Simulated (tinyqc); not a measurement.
Inside a calculation (part 1 of 2). Method: RHF in the sto-6g basis, for H6, spin multiplicity 1. Computed by tinyqc, a small Python program that keeps every step (integrals from PySCF). Settings: charge = 0, multiplicity = 1, basis = sto-6g, energy threshold = 1e-10, iteration cap = 69, orthogonalisation = symmetric, start = core, DIIS depth = 8, method = RHF. Command: `OMP_NUM_THREADS=1 python tinyqc.py 30720 30721 out.jsonl` (the two numbers bound the seeds that draw the settings). One thread of a shared host (Intel(R) Xeon(R) Processor @ 2.60GHz), about 0.1 s of CPU time with the checks. Later iterations appear only in the table of the cycle.

## One-electron integrals

Geometry (angstrom):
```
atom         x         y         z
H     0.000000  0.000000  0.000000
H     0.000000  0.000000  1.081000
H     0.000000  0.000000  2.464000
H     0.000000  0.000000  3.545000
H     0.000000  0.000000  4.929000
H     0.000000  0.000000  6.010000
```

Basis sto-6g: exponents (1/bohr^2) and contraction coefficients of normalised primitives:
```
element  l (shell)   exponent  coefficient
H            s (1)  35.523221     0.009164
H            s (1)   6.513144     0.049361
H            s (1)   1.822143     0.168538
H            s (1)   0.625955     0.370563
H            s (1)   0.243077     0.416492
H            s (1)   0.100112     0.130334
```

Overlap, kinetic and nuclear-attraction integrals over the contracted functions; the nuclear repulsion is the sum of Za Zb / Rab.

nuclear repulsion = 3.83123581 hartree

overlap S, lower triangle:
```
          1H 1s     2H 1s     3H 1s     4H 1s     5H 1s     6H 1s
1H 1s  1.000000
2H 1s  0.450432  1.000000
3H 1s  0.055587  0.302965  1.000000
4H 1s  0.007904  0.055587  0.450432  1.000000
5H 1s  0.000461  0.004396  0.055492  0.302545  1.000000
6H 1s  0.000038  0.000461  0.007889  0.055492  0.450432  1.000000
```

kinetic energy T (hartree), lower triangle:
```
           1H 1s      2H 1s      3H 1s      4H 1s     5H 1s     6H 1s
1H 1s   0.768522
2H 1s   0.085134   0.768522
3H 1s  -0.010377   0.022239   0.768522
4H 1s  -0.002603  -0.010377   0.085134   0.768522
5H 1s  -0.000242  -0.001622  -0.010368   0.022105  0.768522
6H 1s  -0.000026  -0.000242  -0.002599  -0.010368  0.085134  0.768522
```

nuclear attraction V (hartree), lower triangle:
```
           1H 1s      2H 1s      3H 1s      4H 1s      5H 1s      6H 1s
1H 1s  -2.277614
2H 1s  -0.999563  -2.557954
3H 1s  -0.115771  -0.686892  -2.676968
4H 1s  -0.016071  -0.121321  -1.106936  -2.676745
5H 1s  -0.000895  -0.008968  -0.121093  -0.685742  -2.557602
6H 1s  -0.000071  -0.000895  -0.016037  -0.115550  -0.999470  -2.277485
```

core Hamiltonian H = T + V (hartree), lower triangle:
```
           1H 1s      2H 1s      3H 1s      4H 1s      5H 1s      6H 1s
1H 1s  -1.509092
2H 1s  -0.914430  -1.789431
3H 1s  -0.126148  -0.664653  -1.908446
4H 1s  -0.018673  -0.131698  -1.021802  -1.908223
5H 1s  -0.001138  -0.010589  -0.131461  -0.663637  -1.789080
6H 1s  -0.000097  -0.001138  -0.018636  -0.125918  -0.914336  -1.508963
```

## Two-electron integrals

Functions are numbered as in S; the eight-fold symmetry (ij|kl) = (ji|kl) = (kl|ij) leaves the list below.

Two-electron integrals (ij|kl) in chemists' order, unique and non-zero (hartree):
```
(11|11) 0.774999   (21|11) 0.273747   (21|21) 0.127260   (22|11) 0.452465
(22|21) 0.273747   (22|22) 0.774999   (31|11) 0.022941   (31|21) 0.011990
(31|22) 0.030303   (31|31) 0.001431   (32|11) 0.091633   (32|21) 0.055786
(32|22) 0.167993   (32|31) 0.008156   (32|32) 0.053494   (33|11) 0.214626
(33|21) 0.124883   (33|22) 0.371492   (33|31) 0.022941   (33|32) 0.167993
(33|33) 0.774999   (41|11) 0.002570   (41|21) 0.001369   (41|22) 0.003544
(41|31) 0.000179   (41|32) 0.001075   (41|33) 0.003544   (41|41) 0.000024
(42|11) 0.013402   (42|21) 0.007856   (42|22) 0.022941   (42|31) 0.001220
(42|32) 0.008156   (42|33) 0.030303   (42|41) 0.000179   (42|42) 0.001431
(43|11) 0.079842   (43|21) 0.044355   (43|22) 0.124883   (43|31) 0.007856
(43|32) 0.055786   (43|33) 0.273747   (43|41) 0.001369   (43|42) 0.011990
(43|43) 0.127260   (44|11) 0.149273   (44|21) 0.079842   (44|22) 0.214626
(44|31) 0.013402   (44|32) 0.091633   (44|33) 0.452465   (44|41) 0.002570
(44|42) 0.022941   (44|43) 0.273747   (44|44) 0.774999   (51|11) 0.000111
(51|21) 0.000061   (51|22) 0.000164   (51|31) 0.000009   (51|32) 0.000055
(51|33) 0.000198   (51|41) 1.28e-06   (51|42) 0.000010   (51|43) 0.000084
(51|44) 0.000177   (51|51) 7.34e-08   (52|11) 0.000838   (52|21) 0.000474
(52|22) 0.001341   (52|31) 0.000075   (52|32) 0.000498   (52|33) 0.001957
(52|41) 0.000012   (52|42) 0.000096   (52|43) 0.000878   (52|44) 0.001957
(52|51) 7.12e-07   (52|52) 0.000007   (53|11) 0.008129   (53|21) 0.004354
(53|22) 0.011738   (53|31) 0.000723   (53|32) 0.004911   (53|33) 0.022896
(53|41) 0.000128   (53|42) 0.001109   (53|43) 0.011967   (53|44) 0.030246
(53|51) 0.000009   (53|52) 0.000096   (53|53) 0.001426   (54|11) 0.037990
(54|21) 0.019735   (54|22) 0.051221   (54|31) 0.003102   (54|32) 0.020273
(54|33) 0.091484   (54|41) 0.000569   (54|42) 0.004912   (54|43) 0.055694
(54|44) 0.167710   (54|51) 0.000043   (54|52) 0.000497   (54|53) 0.008130
(54|54) 0.053333   (55|11) 0.107360   (55|21) 0.054480   (55|22) 0.137520
(55|31) 0.008141   (55|32) 0.051283   (55|33) 0.214540   (55|41) 0.001412
(55|42) 0.011755   (55|43) 0.124820   (55|44) 0.371260   (55|51) 0.000111
(55|52) 0.001341   (55|53) 0.022896   (55|54) 0.167710   (55|55) 0.774999
(61|11) 0.000007   (61|21) 3.91e-06   (61|22) 0.000011   (61|31) 6.04e-07
(61|32) 3.95e-06   (61|33) 0.000016   (61|41) 9.48e-08   (61|42) 7.68e-07
(61|43) 0.000007   (61|44) 0.000016   (61|51) 5.79e-09   (61|52) 5.87e-08
(61|53) 7.67e-07   (61|54) 3.94e-06   (61|55) 0.000011   (62|11) 0.000073
(62|21) 0.000040   (62|22) 0.000111   (62|31) 0.000006   (62|32) 0.000043
(62|33) 0.000177   (62|41) 1.05e-06   (62|42) 0.000009   (62|43) 0.000084
(62|44) 0.000198   (62|51) 6.75e-08   (62|52) 7.12e-07   (62|53) 0.000010
(62|54) 0.000055   (62|55) 0.000164   (62|61) 5.79e-09   (62|62) 7.34e-08
(63|11) 0.001020   (63|21) 0.000535   (63|22) 0.001410   (63|31) 0.000086
(63|32) 0.000568   (63|33) 0.002565   (63|41) 0.000015   (63|42) 0.000128
(63|43) 0.001366   (63|44) 0.003537   (63|51) 1.05e-06   (63|52) 0.000012
(63|53) 0.000178   (63|54) 0.001072   (63|55) 0.003537   (63|61) 9.46e-08
(63|62) 1.28e-06   (63|63) 0.000024   (64|11) 0.006231   (64|21) 0.003188
(64|22) 0.008129   (64|31) 0.000485   (64|32) 0.003101   (64|33) 0.013376
(64|41) 0.000086   (64|42) 0.000723   (64|43) 0.007841   (64|44) 0.022896
(64|51) 0.000006   (64|52) 0.000075   (64|53) 0.001215   (64|54) 0.008130
(64|55) 0.030246   (64|61) 6.03e-07   (64|62) 0.000009   (64|63) 0.000178
(64|64) 0.001426   (65|11) 0.043665   (65|21) 0.021888   (65|22) 0.054480
(65|31) 0.003193   (65|32) 0.019759   (65|33) 0.079815   (65|41) 0.000536
(65|42) 0.004361   (65|43) 0.044336   (65|44) 0.124820   (65|51) 0.000040
(65|52) 0.000474   (65|53) 0.007841   (65|54) 0.055694   (65|55) 0.273747
(65|61) 3.91e-06   (65|62) 0.000061   (65|63) 0.001366   (65|64) 0.011967
(65|65) 0.127260   (66|11) 0.088049   (66|21) 0.043665   (66|22) 0.107360
(66|31) 0.006240   (66|32) 0.038038   (66|33) 0.149231   (66|41) 0.001022
(66|42) 0.008141   (66|43) 0.079815   (66|44) 0.214540   (66|51) 0.000073
(66|52) 0.000838   (66|53) 0.013376   (66|54) 0.091484   (66|55) 0.452465
(66|61) 0.000007   (66|62) 0.000111   (66|63) 0.002565   (66|64) 0.022896
(66|65) 0.273747   (66|66) 0.774999
```

## Orthogonalisation

S = U s U^T; symmetric (Loewdin) form X = U s^(-1/2) U^T, so that X^T S X = 1.

eigenvalues of S: 0.385335  0.500878  0.665143  1.185323  1.494656  1.768665

X, lower triangle:
```
           1H 1s      2H 1s      3H 1s      4H 1s      5H 1s     6H 1s
1H 1s   1.092233
2H 1s  -0.269685   1.137171
3H 1s   0.034280  -0.189964   1.139963
4H 1s  -0.007712   0.035752  -0.280542   1.139830
5H 1s   0.001209  -0.004984   0.035711  -0.189672   1.137032
6H 1s  -0.000293   0.001209  -0.007706   0.034237  -0.269658  1.092227
```

## Starting guess

The start is the orbitals of the core Hamiltonian; D = 2 C_occ C_occ^T.

D at the start, lower triangle:
```
           1H 1s      2H 1s      3H 1s      4H 1s     5H 1s     6H 1s
1H 1s   0.151284
2H 1s   0.423083   1.257400
3H 1s  -0.025350   0.175514   0.926642
4H 1s  -0.201202  -0.488991   0.525376   0.926524
5H 1s   0.131995   0.157421  -0.488539   0.175564  1.257301
6H 1s   0.074236   0.131922  -0.201077  -0.025147  0.423301  0.151411
```

## Iteration 1: building the Fock matrix

J_ij = sum D_kl (ij|kl), K_ij = sum D_kl (ik|jl); F = H + J - 0.5 K; E = tr D H + tr D J / 2 - 0.25 tr D K + E_nn.

Coulomb J (hartree), lower triangle:
```
          1H 1s     2H 1s     3H 1s     4H 1s     5H 1s     6H 1s
1H 1s  1.546021
2H 1s  0.836465  2.223778
3H 1s  0.109410  0.670528  2.425679
4H 1s  0.015744  0.121076  1.068359  2.425417
5H 1s  0.000910  0.009125  0.120852  0.669448  2.223459
6H 1s  0.000073  0.000909  0.015712  0.109209  0.836406  1.546016
```

exchange K (hartree), lower triangle:
```
           1H 1s     2H 1s      3H 1s     4H 1s     5H 1s     6H 1s
1H 1s   0.511148
2H 1s   0.643931  1.315503
3H 1s   0.127025  0.458183   1.182742
4H 1s  -0.021724  0.064599   0.761073  1.182463
5H 1s   0.011813  0.007853   0.064475  0.457479  1.315391
6H 1s   0.016607  0.011803  -0.021687  0.126876  0.644061  0.511359
```

Fock matrix F (hartree), lower triangle:
```
           1H 1s      2H 1s      3H 1s      4H 1s      5H 1s      6H 1s
1H 1s  -0.218645
2H 1s  -0.399931  -0.223405
3H 1s  -0.080250  -0.223217  -0.074138
4H 1s   0.007933  -0.042922  -0.333980  -0.074037
5H 1s  -0.006135  -0.005391  -0.042846  -0.222928  -0.223317
6H 1s  -0.008327  -0.006130   0.007920  -0.080147  -0.399960  -0.218626
```

total energy of this density = -2.75367476 hartree

## Iteration 1: diagonalisation and new density

Diagonalise F' = X^T F X, C = X C', fill 3 alpha and 3 beta electrons from the bottom; D = 2 C_occ C_occ^T. Each column has its largest component positive (the first on a tie).

F' = X^T F X (hartree), lower triangle:
```
           1          2          3          4          5          6
1  -0.043597
2  -0.394915   0.026861
3   0.034335  -0.258149   0.194474
4   0.006142   0.076471  -0.430902   0.194356
5  -0.004933  -0.012398   0.076389  -0.257790   0.026763
6  -0.006128  -0.004926   0.006123   0.034284  -0.394935  -0.043564
```

orbital energies (hartree): MO1 -0.463255, MO2 -0.433652, MO3 -0.231845, MO4 0.236456, MO5 0.423319, MO6 0.824271

coefficients C:
```
            MO1        MO2        MO3        MO4        MO5        MO6
1H 1s  0.349141  -0.395378  -0.325751   0.619832  -0.635984   0.306490
2H 1s  0.375164  -0.406081  -0.107341  -0.474644   0.732307  -0.569690
3H 1s  0.198854  -0.113046   0.534280  -0.397188  -0.237483   0.929990
4H 1s  0.198521   0.113241   0.534380   0.397594  -0.237841  -0.929492
5H 1s  0.374349   0.406896  -0.107230   0.474233   0.733025   0.568693
6H 1s  0.348438   0.396238  -0.325329  -0.619399  -0.636684  -0.305996
```

D after iteration 1, lower triangle:
```
           1H 1s      2H 1s      3H 1s      4H 1s     5H 1s     6H 1s
1H 1s   0.768675
2H 1s   0.653014   0.634343
3H 1s  -0.119836   0.126316   0.675555
4H 1s  -0.299072  -0.057736   0.624368   0.675593
5H 1s   0.009507  -0.026560  -0.057696   0.126184  0.634400
6H 1s   0.141934   0.009476  -0.298644  -0.119614  0.653100  0.768506
```

## Iteration 2: building the Fock matrix

As before.

Coulomb J (hartree), lower triangle:
```
          1H 1s     2H 1s     3H 1s     4H 1s     5H 1s     6H 1s
1H 1s  1.799690
2H 1s  0.853546  2.028886
3H 1s  0.103007  0.595912  2.136793
4H 1s  0.014526  0.107820  0.945690  2.136596
5H 1s  0.000824  0.008146  0.107620  0.594953  2.028556
6H 1s  0.000066  0.000824  0.014496  0.102813  0.853440  1.799496
```

exchange K (hartree), lower triangle:
```
           1H 1s      2H 1s      3H 1s     4H 1s     5H 1s     6H 1s
1H 1s   1.031011
2H 1s   0.763080   1.015865
3H 1s   0.108645   0.363258   1.022318
4H 1s  -0.019696   0.114234   0.743216  1.022142
5H 1s  -0.004276   0.007401   0.114030  0.362654  1.015745
6H 1s   0.009133  -0.004277  -0.019665  0.108478  0.763106  1.030948
```

Fock matrix F (hartree), lower triangle:
```
           1H 1s      2H 1s      3H 1s      4H 1s      5H 1s      6H 1s
1H 1s  -0.224908
2H 1s  -0.442424  -0.268478
3H 1s  -0.077464  -0.250370  -0.282811
4H 1s   0.005701  -0.080995  -0.447721  -0.282698
5H 1s   0.001824  -0.006144  -0.080855  -0.250011  -0.268397
6H 1s  -0.004597   0.001825   0.005692  -0.077345  -0.442449  -0.224940
```

total energy of this density = -3.12682215 hartree

## Iteration 2: DIIS over 2 matrices

error matrix X^T (FDS - SDF) X:
```
           1          2          3          4          5          6
1   0.000000   0.038284  -0.035813  -0.024149   0.004531   0.000018
2  -0.038284   0.000000   0.015130   0.037401  -0.000008  -0.004524
3   0.035813  -0.015130   0.000000  -0.000001  -0.037371   0.024081
4   0.024149  -0.037401   0.000001   0.000000  -0.015077   0.035782
5  -0.004531   0.000008   0.037371   0.015077   0.000000  -0.038265
6  -0.000018   0.004524  -0.024081  -0.035782   0.038265   0.000000
```

B (overlaps of the stored error matrices):
```
                1               2
1   9.8149847e-01  -6.4866568e-02
2  -6.4866568e-02   1.9897234e-02
```

Minimise |sum c_i e_i|^2 with sum c_i = 1: solve [B -1; -1 0][c; lambda] = [0; -1] with B_ij = tr e_i^T e_j, and take F = sum c_i F_i.

DIIS coefficients: 0.074937  0.925063

extrapolated F (hartree), lower triangle:
```
           1H 1s      2H 1s      3H 1s      4H 1s      5H 1s      6H 1s
1H 1s  -0.224438
2H 1s  -0.439240  -0.265100
3H 1s  -0.077672  -0.248336  -0.267174
4H 1s   0.005868  -0.078142  -0.439197  -0.267062
5H 1s   0.001228  -0.006088  -0.078007  -0.247982  -0.265018
6H 1s  -0.004877   0.001229   0.005859  -0.077555  -0.439265  -0.224467
```

## Iteration 2: diagonalisation and new density

As before.

F' = X^T F X (hartree), lower triangle:
```
           1          2          3          4          5          6
1  -0.030004
2  -0.433370  -0.000872
3   0.043697  -0.241544  -0.000203
4   0.008406   0.044268  -0.441252  -0.000293
5   0.002118  -0.005751   0.044232  -0.241181  -0.000994
6  -0.006158   0.002121   0.008376   0.043643  -0.433362  -0.030033
```

orbital energies (hartree): MO1 -0.563568, MO2 -0.480035, MO3 -0.366970, MO4 0.224305, MO5 0.446178, MO6 0.677691

coefficients C:
```
            MO1        MO2        MO3        MO4        MO5        MO6
1H 1s  0.203951  -0.385058  -0.404583   0.551658  -0.653420   0.426736
2H 1s  0.293489  -0.418979  -0.280125  -0.353354   0.723668  -0.643875
3H 1s  0.394203  -0.102964   0.425711  -0.568293  -0.211386   0.837823
4H 1s  0.393976   0.103122   0.425935   0.568537  -0.212111  -0.837201
5H 1s  0.292921   0.419660  -0.279735   0.353154   0.724672   0.642494
6H 1s  0.203588   0.385738  -0.404077  -0.551271  -0.654321  -0.425855
```

D after iteration 2, lower triangle:
```
           1H 1s      2H 1s      3H 1s      4H 1s     5H 1s     6H 1s
1H 1s   0.707105
2H 1s   0.669045   0.680299
3H 1s  -0.104380   0.079164   0.694454
4H 1s  -0.263365  -0.093787   0.652027   0.694543
5H 1s   0.022648  -0.022998  -0.093652   0.079063  0.680337
6H 1s   0.112946   0.022654  -0.262964  -0.104246  0.669097  0.707040
```

## Iteration 3: building the Fock matrix

As before.

Coulomb J (hartree), lower triangle:
```
          1H 1s     2H 1s     3H 1s     4H 1s     5H 1s     6H 1s
1H 1s  1.781157
2H 1s  0.852808  2.043267
3H 1s  0.103464  0.601000  2.159539
4H 1s  0.014619  0.108818  0.956037  2.159371
5H 1s  0.000830  0.008218  0.108618  0.600043  2.042971
6H 1s  0.000066  0.000830  0.014589  0.103271  0.852722  1.781023
```

exchange K (hartree), lower triangle:
```
           1H 1s      2H 1s      3H 1s     4H 1s     5H 1s     6H 1s
1H 1s   0.997623
2H 1s   0.765986   1.038682
3H 1s   0.110580   0.356051   1.036141
4H 1s  -0.016814   0.108764   0.756399  1.036026
5H 1s  -0.003178   0.006299   0.108575  0.355458  1.038571
6H 1s   0.008026  -0.003175  -0.016786  0.110396  0.766014  0.997617
```

Fock matrix F (hartree), lower triangle:
```
           1H 1s      2H 1s      3H 1s      4H 1s      5H 1s      6H 1s
1H 1s  -0.226746
2H 1s  -0.444615  -0.265506
3H 1s  -0.077974  -0.241678  -0.266977
4H 1s   0.004353  -0.077262  -0.443965  -0.266865
5H 1s   0.001281  -0.005521  -0.077130  -0.241323  -0.265394
6H 1s  -0.004043   0.001280   0.004346  -0.077845  -0.444621  -0.226748
```

total energy of this density = -3.13308228 hartree

## Iteration 3: DIIS over 3 matrices

error matrix X^T (FDS - SDF) X:
```
           1          2          3          4          5          6
1   0.000000   0.000336  -0.012350  -0.000983   0.002599   0.000002
2  -0.000336   0.000000   0.001021   0.012534   0.000000  -0.002598
3   0.012350  -0.001021   0.000000  -0.000003  -0.012521   0.000976
4   0.000983  -0.012534   0.000003   0.000000  -0.001015   0.012338
5  -0.002599   0.000000   0.012521   0.001015   0.000000  -0.000328
6  -0.000002   0.002598  -0.000976  -0.012338   0.000328   0.000000
```

B (overlaps of the stored error matrices), lower triangle:
```
                1              2              3
1   9.8149847e-01
2  -6.4866568e-02  1.9897234e-02
3   6.3995669e-03  3.8948934e-03  1.2726928e-03
```

As before.

DIIS coefficients: -0.034892  -0.388659  1.423551

extrapolated F (hartree), lower triangle:
```
           1H 1s      2H 1s      3H 1s      4H 1s      5H 1s      6H 1s
1H 1s  -0.227743
2H 1s  -0.447026  -0.265819
3H 1s  -0.078093  -0.238944  -0.267551
4H 1s   0.003704  -0.077009  -0.446342  -0.267440
5H 1s   0.001329  -0.005283  -0.076879  -0.238588  -0.265696
6H 1s  -0.003678   0.001327   0.003698  -0.077960  -0.447024  -0.227734
```

## Iteration 3: diagonalisation and new density

As before.

F' = X^T F X (hartree), lower triangle:
```
           1          2          3          4          5          6
1  -0.029573
2  -0.441598  -0.001159
3   0.042603  -0.230498  -0.000088
4   0.005721   0.044768  -0.449766  -0.000171
5   0.002119  -0.004899   0.044724  -0.230144  -0.001236
6  -0.004893   0.002119   0.005693   0.042562  -0.441581  -0.029570
```

orbital energies (hartree): MO1 -0.563939, MO2 -0.485293, MO3 -0.377212, MO4 0.236260, MO5 0.450694, MO6 0.677692

coefficients C:
```
            MO1        MO2        MO3        MO4        MO5        MO6
1H 1s  0.212005  -0.389015  -0.394894   0.546389  -0.656765   0.429930
2H 1s  0.288965  -0.418771  -0.287719  -0.357722   0.722547  -0.641551
3H 1s  0.393543  -0.090360   0.430664  -0.570552  -0.202557   0.837702
4H 1s  0.393290   0.090808   0.430846   0.570805  -0.203114  -0.837124
5H 1s  0.288211   0.419505  -0.287424   0.357443   0.723512   0.640263
6H 1s  0.211451   0.389689  -0.394500  -0.545922  -0.657673  -0.429119
```

D after iteration 3, lower triangle:
```
           1H 1s      2H 1s      3H 1s      4H 1s     5H 1s     6H 1s
1H 1s   0.704440
2H 1s   0.675577   0.683305
3H 1s  -0.102965   0.055301   0.697025
4H 1s  -0.244170  -0.096686   0.664242   0.697104
5H 1s   0.022822  -0.019393  -0.096533   0.055219  0.683325
6H 1s   0.098039   0.022833  -0.243789  -0.102840  0.675616  0.704398
```
